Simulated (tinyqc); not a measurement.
Field from the level spacing.

Question. In a triangular well E_k = a_k (C F^2/mz1)^(1/3), a_1 = 2.338107, a_2 = 4.087949, C = hbar^2/(2 m0), F in eV/nm (1 MV/cm = 0.1 eV/nm). Find F, E_1, the mean distance 2 E_1/(3 F) of the lowest level and the sheet charge eps0 eps_r F/q behind such a field.

Inputs (values chosen for the exercise): relative permittivity eps_r = 9.64; mass along z of valley set A (3 valley(s)) mz1 = 0.324 m0.

Constants: q = 1.602176634e-19 C, hbar = 1.054571817e-34 J s, m0 = 9.1093837015e-31 kg, eps0 = 8.8541878128e-14 F/cm where lengths are in cm, hbar^2/(2 m0) = 0.0380998212 eV nm^2. Results are converted to the units shown.

spacing of the two lowest levels = 199.19121 meV

Answer. The spacing over a_2 - a_1 is the energy scale (C F^2/mz1)^(1/3), which gives F.

F = 1.12 MV/cm
E_1 = 266 meV
mean distance = 1.58 nm
sheet charge over q = 5.97e12 cm^-2

tinyqc, about 0.5 s, one thread, Intel Xeon 2.30GHz (shared host): `OMP_NUM_THREADS=1 python tinyqc.py 2160084 2160085 out.jsonl`
